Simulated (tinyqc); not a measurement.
Inside a calculation: Shockley state of an s-p chain by decimation. Values are carried at full precision from step to step, so a last printed digit may differ when a step is redone from the rounded ones.

Each site has s at -d/2 and p at +d/2: H0 = diag(-d/2, d/2). The block to the next site on the right is H1 = [[-ts, u], [-u, tp]] (rows s, p of site n; columns s, p of site n + 1). Bulk: H(k) = [[-d/2 - 2 ts cos k, 2i u sin k], [-2i u sin k, d/2 + 2 tp cos k]]. The bands are inverted at k = pi if d < 2 (ts + tp).

Parameters, chosen for this exercise:
```
symbol  value  unit  meaning
d       1.62   eV    Ep - Es
ts      0.82   eV    s-s hopping
tp      0.93   eV    p-p hopping
u       0.52   eV    s-p hopping
E       -0.15  eV    energy
eta     0.05   eV    broadening
```

## Bulk bands

Levels and s weight of the lower band at k = j pi/6.

Bands:
```
k/pi   lower (eV)  upper (eV)  s weight, lower
0.000     -2.4500      2.6700            1.000
0.167     -2.2877      2.4782            0.988
0.333     -1.8556      1.9656            0.941
0.500     -1.3182      1.3182            0.807
0.667     -0.9580      0.8480            0.464
0.833     -0.9717      0.7812            0.098
1.000     -1.0500      0.8300            0.000
```

The lower band is s-like at k = 0 and p-like at pi: the bands are inverted, and the gap is a hybridisation gap that can hold a Shockley state.

## First round of decimation

Decimation (Sancho-Rubio) at z = E + i eta: start with es = e = H0, A = H1, B = H1^T. Each round forms g = (z - e)^-1 and sets es += A g B, e += A g B + B g A, A = A g A, B = B g B, doubling the length covered. Stop when all |A| < 1e-10. Surface G = (z - es)^-1, bulk G = (z - e)^-1; densities -Im tr G/pi.

Carry out one round.

g (1/eV):
```
                s                p
s  1.5065-0.1141i           0.0000
p          0.0000  -1.0388-0.0541i
```

es (eV):
```
                 s               p
s  -0.0779-0.0914i  0.1400-0.0748i
p   0.1400-0.0748i  0.3189-0.0777i
```

e (eV):
```
                s                p
s  0.6541-0.1827i           0.0000
p          0.0000  -0.1723-0.1553i
```

A (eV):
```
                s                p
s  1.2939-0.0621i  -1.1448+0.0225i
p  1.1448-0.0225i  -1.3059-0.0159i
```

## Course of the decimation

All rounds.

Rounds:
```
round  sites covered  largest |A| (eV)  surface density (1/eV)
1                  2              1.31                 3.10394
2                  4              8.24                 2.29871
3                  8             0.623                 0.96328
4                 16          0.000984                 0.96088
5                 32          2.96e-08                 0.96088
6                 64          1.41e-17                 0.96088
```

surface G (1/eV):
```
                 s                p
s  -2.7717-1.6048i   2.9884+1.4782i
p   2.9884+1.4782i  -3.0655-1.4139i
```

densities (1/eV): surface 0.96088, bulk 0.02273

Converged in 6 rounds. E lies inside the bulk gap (-0.927 to 0.769 eV); once |A| is small it falls roughly as its square in each round, up to a factor. The surface density is 42 times the bulk one, owing to the broadened Shockley level, which peaks near -0.05 eV.

## Checks

- Surface G against the Dyson relation G = (z - H0 - H1 G H1^T)^-1: they agree to 1e-10 or better.

Program tinyqc; command `OMP_NUM_THREADS=1 python tinyqc.py 1482899 1482900 out.jsonl`; about 0.3 s on one thread of a shared Intel(R) Xeon(R) Processor @ 2.30GHz.
